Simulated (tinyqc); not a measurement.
From results back to parameters: six-band Luttinger-Kohn model with strain. Three cases, with inputs chosen for the exercise.

Problem. A layer on a (001) face has exx = eyy = e_par and ezz = -2 (C12/C11) e_par. Its valence edges are E(HH) = -P - Q and E(LH), E(SO) = -P + (Q - Dso +/- sqrt(Dso^2 + 2 Dso Q + 9 Q^2))/2 with P = -av tr(e), Q = -(b/2)(exx + eyy - 2 ezz), counted from the unstrained top.

Find: ezz; P; Q; av; b.

Method. The three edges add up to -3 P - Dso, which gives P; E(HH) then gives Q; av = -P/tr(e) and b = -Q/(e_par - ezz).

Case 1.

Values chosen (near those of Si; not measured data): Dso = 0.044 eV (spin-orbit splitting); C11 = 165.7 GPa; C12 = 64.2 GPa; e_par = 0.0067 (in-plane strain of a (001) layer).

E(HH), E(LH), E(SO) (eV): -0.0047806  0.0600404  -0.0386832

Solution.

ezz = -0.005192
P = -0.02019 eV
Q = 0.02497 eV
av = 2.46 eV
b = -2.10 eV

Case 2.

Values chosen (near those of Ge; not measured data): Dso = 0.29 eV (spin-orbit splitting); C11 = 128.5 GPa; C12 = 48.5 GPa; e_par = -0.0119 (in-plane strain of a (001) layer).

E(HH), E(LH), E(SO) (eV): 0.0352351  -0.0495851  -0.3303252

Solution.

ezz = 0.008983
P = 0.01823 eV
Q = -0.05346 eV
av = 1.23 eV
b = -2.56 eV

Case 3.

Values chosen (near those of InSb; not measured data): Dso = 0.816 eV (spin-orbit splitting); C11 = 68.4 GPa; C12 = 37.2 GPa; e_par = 0.0062 (in-plane strain of a (001) layer).

E(HH), E(LH), E(SO) (eV): -0.0237221  0.0293680  -0.8155373

Solution.

ezz = -0.006744
P = -0.00204 eV
Q = 0.02576 eV
av = 0.36 eV
b = -1.99 eV

Computed by tinyqc, one run a case: `OMP_NUM_THREADS=1 python tinyqc.py N N+1 out.jsonl` with N = 1051105, 1051125, 1051140; one thread of a shared Intel(R) Xeon(R) Processor @ 2.30GHz, about 0.08 s a run at most.
